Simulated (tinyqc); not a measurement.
Interdiffusion of a quantum well during annealing: blurred potential and shift of the confined levels: one step, computed by the program tinyqc.

A square well of width w is blurred by Fick diffusion with a constant coefficient; band offsets are linear in composition, masses are uniform, and strain and excitons are ignored.

Question. Diffusion length. D = D0 exp(-E/(k_B T)); L = sqrt(D t); share of well material at the centre erf(w/(4L)); 1 nm = 1e-7 cm. Temperatures in kelvin are T(C) + 273.15.

Inputs (values chosen for the exercise, modelled on InGaAs in GaAs):
```
quantity              value    unit
well width w            4.8      nm
prefactor D0            4.3  cm^2/s
activation energy E    3.44      eV
anneal temperature T    780       C
anneal time t            52       s
```

Constants: k_B = 8.617333262e-05 eV/K.

Give: diffusivity D; diffusion length L; ratio L/w; share at the centre.

Answer.

diffusivity D = 1.485e-16 cm^2/s

diffusion length L = 0.8786 nm

ratio L/w = 0.1830

share at the centre = 0.9466
